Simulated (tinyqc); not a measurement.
Charge neutrality of a doped semiconductor with incomplete ionisation. Raising the compensation. Computed by tinyqc, a small Python program. Command: `OMP_NUM_THREADS=1 python tinyqc.py 3029378 3029379 out.jsonl dopant sweep`. One thread of a shared host (Intel(R) Xeon(R) Processor @ 2.30GHz), about 0.08 s of CPU time with the checks.

Energies are counted from the top of the valence band; E_D is measured down from the conduction band and E_A up from the valence band.

Inputs (values chosen for the exercise, modelled on ZnSe):
```
quantity,value,unit
gap at 0 K E_g0,2.83,eV
Varshni alpha,0.000738,eV/K
Varshni beta,286,K
electron mass m_e,0.146,m_0
valleys M_c,1,-
hole mass m_h,0.749,m_0
acceptor density N_A,3.1e+17,cm^-3
donor depth E_D,0.0264,eV
acceptor depth E_A,0.11,eV
donor degeneracy g_D,2,-
acceptor degeneracy g_A,4,-
temperature T,250,K
iteration cap,60,-
```

Doping: p-type, compensated. Statistics of the bands: Fermi-Dirac. Solver: bisection. Start of Newton steps: intrinsic level E_i.

Constants: m_0 = 9.1093837015e-31 kg; k_B = 1.380649e-23 J/K; h = 6.62607015e-34 J s; k_B = 8.617333262e-05 eV/K.

Method:
- E_g = E_g0 - alpha T^2/(T + beta).
- N_c = 2 M_c (2 pi m_e k_B T/h^2)^(3/2) and N_v = 2 (2 pi m_h k_B T/h^2)^(3/2), masses in units of m_0.
- n_i = sqrt(N_c N_v) exp(-E_g/(2 k_B T)); E_i = E_g/2 + (k_B T/2) ln(N_v/N_c).
- n = N_c F_1/2((E_F - E_g)/k_B T), p = N_v F_1/2(-E_F/k_B T).
- F_1/2(eta) = (2/sqrt(pi)) int_0^infinity sqrt(x)/(1 + exp(x - eta)) dx, by the trapezoid rule in t = sqrt(x) with step 0.02 up to t = 12 (for eta < -12 by exp(eta) - exp(2 eta)/2^(3/2)).
- N_D+ = N_D/(1 + g_D exp((E_F - E_g + E_D)/k_B T)).
- N_A- = N_A/(1 + g_A exp((E_A - E_F)/k_B T)).
- Neutrality: p + N_D+ = n + N_A-; the log ratio is ln[(p + N_D+)/(n + N_A-)].
- Bisection of the log ratio between E = -0.3 and E_g + 0.3 eV; stop when |log ratio| < 1e-9.

One run for each value:
```
donor density N_D (cm^-3),majority density p (cm^-3),ionised share of the acceptors,distance of E_F from the majority band edge (eV)
3.10e+14,6.7206e+16,0.21779,0.11232
3.10e+15,6.5657e+16,0.22180,0.11282
1.55e+16,5.9081e+16,0.24058,0.11510
3.10e+16,5.1567e+16,0.26634,0.11804
6.20e+16,3.8843e+16,0.32530,0.12415
1.24e+17,2.1252e+16,0.46855,0.13715
1.86e+17,1.0783e+16,0.63478,0.15177
2.48e+17,4.2882e+15,0.81383,0.17164
2.94e+17,9.5620e+14,0.95147,0.20398
```

What does the table show, and why?

Over the rows, majority density p (cm^-3) falls from 6.72e16 to 9.56e14 (exponent d ln y / d ln x -0.010 between the first rows and -8.8 between the last); ionised share of the acceptors rises from 0.218 to 0.951 (exponent d ln y / d ln x 0.0079 between the first rows and 0.92 between the last); distance of E_F from the majority band edge (eV) rises from 0.112 to 0.204 (exponent d ln y / d ln x 0.0019 between the first rows and 1.0 between the last). The ionised share rises because each donor fills an acceptor, while the free holes become fewer.
